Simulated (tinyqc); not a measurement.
Koster-Slater impurity in a tight-binding band, by Green functions and by supercells: one step, computed by the program tinyqc. Command: `OMP_NUM_THREADS=1 python tinyqc.py 3001817 3001818 out.jsonl kosterslater walk`. One thread of a shared host (Intel(R) Xeon(R) Processor @ 2.30GHz), about 0.06 s of CPU time with the checks.

One orbital per site, e(k) = -2 t sum cos(k_i) over 3 direction(s), band from -6 t to 6 t, lattice constant 1. One site has the extra energy U. Spin is left out.

Task: The level in the supercell. In a periodic cell of N sites along each direction with Bloch vector K, the level solves 1/U = N^-d sum_k 1/(E - e(k)), k_i = (2 pi m_i + K_i)/N, m_i = 0..N-1; the outermost root on the side of U is taken (bisection). d is the number of directions. Gamma means K_i = 0, the zone corner K_i = pi, the quarter point K_i = pi/2. The error is measured against the isolated level E_b.

Inputs (values chosen for the exercise, for a model band): hopping t = 0.43 eV; impurity potential U = 2.57 eV; supercell edge N = 4 sites.

Lattice: simple cubic.

level E_b = 3.046967 eV

Give: level at Gamma; level at the corner; level at the quarter point; error at Gamma; width between Gamma and the corner.

Result:

level at Gamma = 3.0795 eV

level at the corner = 3.0204 eV

level at the quarter point = 3.0467 eV

error at Gamma = 0.032527 eV

width between Gamma and the corner = 0.059052 eV

Images turn the level into a band 0.0591 eV wide; the quarter point misses the isolated level by -2.4e-4 eV, far less than Gamma, because the leading hopping between images averages out there.
